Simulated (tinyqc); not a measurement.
Implant damage, amorphisation by cascade overlap, and solid-phase epitaxial regrowth: one step, computed by the program tinyqc.

Range and width of the damage are inputs. Dynamic annealing enters only through the surviving share f.

Task: Damage energy and displacements per ion. Robinson partition: eps = E a M2/(Z1 Z2 (e^2/(4 pi eps_0)) (M1 + M2)), a = 0.8853 a_0/sqrt(Z1^(2/3) + Z2^(2/3)); k = 0.0793 Z1^(2/3) Z2^(1/2) (M1 + M2)^(3/2)/((Z1^(2/3) + Z2^(2/3))^(3/4) M1^(3/2) M2^(1/2)); damage energy T_d = E/(1 + k (eps + 0.40244 eps^(3/4) + 3.4008 eps^(1/6))); displacements nu = 0.8 T_d/(2 E_d).

Inputs (values chosen for the exercise, modelled on arsenic ions in silicon):

| quantity | value | unit |
|---|---|---|
| ion Z1 | 33 | - |
| ion mass M1 | 74.9 | u |
| target Z2 | 14 | - |
| target mass M2 | 28.09 | u |
| ion energy E | 52 | keV |
| displacement energy E_d | 16 | eV |

Constants: a_0 = 0.529177210903 angstrom; e^2/(4 pi eps_0) = 14.39964548 eV angstrom.

Give: reduced energy eps; k; damage energy T_d; T_d/E; displacements per ion nu.

Result:

reduced energy eps = 0.2489

k = 0.1156

damage energy T_d = 38.32 keV

T_d/E = 0.7370

displacements per ion nu = 958.1

26 % of the energy goes to electrons.
